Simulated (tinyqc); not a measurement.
Circular transfer-length structure: two steps of the calculation.

A disc contact of radius r0 and a very wide ring contact from r1 = r0 + sp outwards lie on a thin layer; the metal has no resistance and the sheet resistance under the contacts equals Rsh.

Parameters, values chosen for the exercise:
- Rsh = 23 ohm/sq (sheet resistance of the semiconductor layer)
- rc = 2e-5 ohm cm^2 (specific contact resistivity)
- r0 = 48 um (radius of the inner contact)
- sp = 24 um (gap between the contacts)

Question 1. The three parts of the resistance. Transfer length Lt = sqrt(rc/Rsh). R = (Rsh/2 pi) [(Lt/r0) I0(r0/Lt)/I1(r0/Lt) + ln(r1/r0) + (Lt/r1) K0(r1/Lt)/K1(r1/Lt)] with modified Bessel functions; for r0 >> Lt both ratios tend to 1.

Give: Lt; I0/I1; K0/K1; inner contact; gap; outer contact; R.

Answer 1.

Lt = 9.325 um
I0/I1 = 1.115
K0/K1 = 0.9408
inner contact = 0.7931 ohm
gap = 1.484 ohm
outer contact = 0.4460 ohm
R = 2.723 ohm

The contacts make up 45.5 % of R.

Question 2. The large-radius form. Large radius: R = (Rsh/2 pi) [Lt (1/r0 + 1/r1) + ln(r1/r0)], and linearised for sp << r0: Rsh (sp + 2 Lt)/(2 pi r0).

Find: large-radius R; linearised R.

Answer 2.

large-radius R = 2.6695 ohm
linearised R = 3.2526 ohm

Computed by the program tinyqc: `OMP_NUM_THREADS=1 python tinyqc.py 2760005 2760006 out.jsonl`, one thread of a shared Intel Xeon 2.30GHz, about 0.01 s for the whole run.
